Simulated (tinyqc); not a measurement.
Electromigration in a confined line: Blech product, Korhonen stress evolution and Black's law. Changing the time as a fraction of L^2/kappa, s. Computed by tinyqc, a small Python program. Command: `OMP_NUM_THREADS=1 python tinyqc.py 3016703 3016704 out.jsonl emigr sweep`. One thread of a shared host (Intel(R) Xeon(R) Processor @ 2.30GHz), about 0.01 s of CPU time with the checks.

The electron wind pushes atoms from the cathode (x = 0) to the anode (x = L); blocking ends build a back stress (tension positive). The input rho is taken not to change with temperature. d sigma/dt = d/dx [kappa (d sigma/dx + G)], with zero flux at both ends and sigma = sigma_0 at t = 0.

Inputs (values chosen for the exercise, close to those used for aluminium lines):
```
quantity,value,unit
resistivity rho,3.17,micro-ohm cm
atomic volume Omega,16.6,angstrom^3
effective charge number Z*,4.2,-
prefactor D0,1.1e-07,m^2/s
activation energy E,0.718,eV
effective modulus B,37,GPa
critical stress sigma_c,330,MPa
initial stress sigma_0,81,MPa
current density j,4,MA/cm^2
line length L,49,um
test temperature T,260,C
```

Start: thermal stress.

Constants: e = 1.602176634e-19 C; k_B = 8.617333262e-05 eV/K; k_B = 1.380649e-23 J/K.

Method:
- G = Z* e rho j/Omega; D = D0 exp(-E/(k_B T)); kappa = D B Omega/(k_B T); drift velocity of an unconfined line v = D Z* e rho j/(k_B T). SI: 1 micro-ohm cm = 1e-8 ohm m, 1 MA/cm^2 = 1e10 A/m^2.
- Temperatures in kelvin are T(C) + 273.15.
- At steady state sigma(x) = sigma_0 + G (L/2 - x). A void forms only if the cathode stress reaches sigma_c, that is if j L exceeds (j L)_c = 2 Omega (sigma_c - sigma_0)/(Z* e rho). Time scale tau = L^2/kappa.
- sigma(x, t) = sigma_0 + G L [1/2 - x/L - 4 sum_(m odd) cos(m pi x/L) exp(-m^2 pi^2 s)/(m pi)^2], s = t/tau, summed to m = 399.
- The terms at x = 0 are 4 exp(-m^2 pi^2 s)/(m pi)^2; tau = L^2/kappa.

One run for each value:
```
"time as a fraction of L^2/kappa, s",cathode stress at time s (MPa),time t (h)
0.002,208,8.902e-04
0.0043,267,1.914e-03
0.0095,358,4.228e-03
0.021,493,9.347e-03
0.045,684,2.003e-02
0.097,948,4.317e-02
0.21,1212,9.347e-02
0.46,1329,2.047e-01
1,1340,4.451e-01
```

Describe and explain the trends.

Over the rows, cathode stress at time s (MPa) rises from 208 to 1340 (exponent d ln y / d ln x 0.33 between the first rows and 0.010 between the last); time t (h) rises from 8.90e-4 to 0.445 (exponent d ln y / d ln x about 1.0 throughout). The part added by the current grows as 2 G L sqrt(s/pi) at first and levels off at G L/2 once s passes about 0.3.

Caution (rows 0.00950, 0.0210, 0.0450, 0.0970, 0.210, 0.460, 1.00): the stress exceeds sigma_c: a void would already have formed and relaxed it, so the value is formal.
